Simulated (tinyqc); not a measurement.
# A finite superlattice with mass mismatch, transfer matrices: transmission against the number of periods

One electron of energy E comes from the left lead (band edge 0); no transverse momentum. Parabolic bands, masses in units of m0, C = hbar^2/(2 m0); psi and psi'/m are continuous at every interface. N periods of a barrier d1 followed by a well Lw; the right lead equals the left one.

For the pair (psi, psi'/m) a flat layer has M = [[cos kd, (m/k) sin kd], [-(k/m) sin kd, cos kd]] with k = sqrt(m (E - U)/C) above its edge U, and M = [[cosh Kd, (m/K) sinh Kd], [(K/m) sinh Kd, cosh Kd]] with K = sqrt(m (U - E)/C) below it. The matrices are multiplied with later layers to the left. With M acting on (psi, psi'/m) and v = k/m in each lead, T(E) = 4 vL vR/[(vL vR M12 - M21)^2 + (vR M11 + vL M22)^2]. x = (M11 + M22)/2 of one period. For |x| < 1 the energy lies in a miniband and cos(th) = x; for |x| > 1 it lies in a gap and cosh(g) = |x|. M^N = U_(N-1)(x) M - U_(N-2)(x) 1, with U_n = sin((n + 1) th)/sin th in a band and sign(x)^n sinh((n + 1) g)/sinh g in a gap.

Inputs (values chosen for the exercise); masses and offsets close to those of silicon wells and oxide barriers: mass in the left lead mL = 0.25 m0; barrier height U1 = 3 eV; barrier mass m1 = 0.5 m0; barrier width d1 = 0.3 nm; well width (edge 0, mass mL) Lw = 1 nm; electron energy E = 2.568 eV.

Constants: q = 1.602176634e-19 C, hbar = 1.054571817e-34 J s, m0 = 9.1093837015e-31 kg, hbar^2/(2 m0) = 0.0380998212 eV nm^2. Results are converted to the units shown.

Transmission against the number of periods:
```
N     T(E)  1/T(E) - 1
1   0.3219       2.107
2   0.5950      0.6808
3   0.5088      0.9653
4   0.3431       1.914
5   0.9630     0.03844
6   0.3091       2.235
8   0.4421       1.262
10  0.8687      0.1512
12  0.8182      0.2222
16  0.3059       2.269
```

Read the table: what changes, and by how much?

Here x = 0.2842. The energy lies in a miniband: 1/T(E) - 1 equals its one-period value times U_(N-1)^2, so T(E) oscillates with N, between 0.306 and 0.963 in these rows, and does not decay. In every row a layer is thinner than 0.8 nm, a few atomic planes, where an effective mass is a rough description.

Range of the model: Masses are held fixed, although real bands cease to be parabolic a few tenths of an eV from their edges (inside a barrier too).

Numbers from tinyqc (`OMP_NUM_THREADS=1 python tinyqc.py 2560037 2560038 out.jsonl`; about 0.01 s on one thread of a shared Intel Xeon 2.30GHz).
